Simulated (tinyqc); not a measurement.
Inside a calculation. Model: resistance of a source-drain extension with a graded tip.

Numbers from tinyqc (`OMP_NUM_THREADS=1 python tinyqc.py 2282127 2282128 out.jsonl`; about 0.03 s on one thread of a shared Intel Xeon 2.30GHz). Printed values are rounded.

y runs along the channel, the gate covers y > 0. The doping is N0 for y < y0 and N0 10^(-(y - y0)/la) beyond, uniform over the depth xj. Sheet conductance s(y) = q mu(N) max(N - Nch, 0) xj + (for y > 0) ma Cox Vo, with mu(N) = u0 + (u1 - u0)/(1 + (N/Nr)^au) and Cox = eps0 eox/tox. Current is taken as one-dimensional; depletion of the tip, spreading and the contact are left out. The metallurgical junction lies at yj, where N = Nch.

Values chosen for this exercise; mobility law close to that of electrons in silicon: relative permittivity of the gate insulator (close to zirconium oxide) eox = 25.1; insulator thickness tox = 4.5 nm; active doping of the extension far from the gate N0 = 1.3e20 cm^-3; lateral abruptness la = 2.9 nm/decade; position under the gate where the fall begins (gate edge at 0) y0 = 3.3 nm; depth of the extension xj = 7 nm; channel doping Nch = 4.8e17 cm^-3; gate overdrive Vo = 0.34 V; mobility of the gate-induced layer ma = 85 cm^2/(V s); mobility at low doping u1 = 1414 cm^2/(V s); mobility at high doping u0 = 68.5 cm^2/(V s); reference doping Nr = 9.2e16 cm^-3; exponent au = 0.711; gate length Lg = 90 nm.

Constants: q = 1.602176634e-19 C, eps0 = 8.8541878128e-14 F/cm where lengths are in cm. Results are converted to the units shown.

## Sheet resistances and junction position

yj = y0 + la log10(N0/Nch); sheet resistance of the full extension 1/[q mu(N0)(N0 - Nch) xj] and of the gate-induced layer 1/(ma Cox Vo); metallurgical length Lg - 2 yj; ye is where the doped and the gate-induced conductances are equal.

yj = 10.35484 nm
sheet resistance of the extension = 903.4117 ohm/square
sheet resistance of the induced layer = 7006.356 ohm/square
metallurgical length = 69.29033 nm
ye = 6.284784 nm
N at ye = 1.215367e19 cm^-3

The gate takes over 4.07 nm before the junction, where N is still 25.3 times the channel doping.

## Resistance of the overlapped part

Midpoint rule on 12 equal steps from 0 to yj: R_ov = sum h/s(y), per width.

| point | y (nm) | N (cm^-3) | doped conductance (uS) | sheet resistance (ohm/square) |
|---|---|---|---|---|
| 0 | 0.4314515 | 1.3e20 | 1106.915 | 800.2288 |
| 1 | 1.294355 | 1.3e20 | 1106.915 | 800.2288 |
| 2 | 2.157258 | 1.3e20 | 1106.915 | 800.2288 |
| 3 | 3.020161 | 1.3e20 | 1106.915 | 800.2288 |
| 4 | 3.883064 | 8.182518e19 | 722.3728 | 1155.935 |
| 5 | 4.745967 | 4.124148e19 | 392.2286 | 1869.312 |
| 6 | 5.608870 | 2.078650e19 | 219.6137 | 2759.829 |
| 7 | 6.471773 | 1.047680e19 | 127.1141 | 3705.877 |
| 8 | 7.334676 | 5.280510e18 | 75.39908 | 4584.493 |
| 9 | 8.197579 | 2.661480e18 | 44.32968 | 5345.958 |
| 10 | 9.060482 | 1.341437e18 | 23.45354 | 6017.532 |
| 11 | 9.923385 | 6.761104e17 | 7.275921 | 6666.513 |

R_ov = 30.466 ohm um

The exact integral is 30.480 ohm um; the coarse sum is 0.045 % below it.
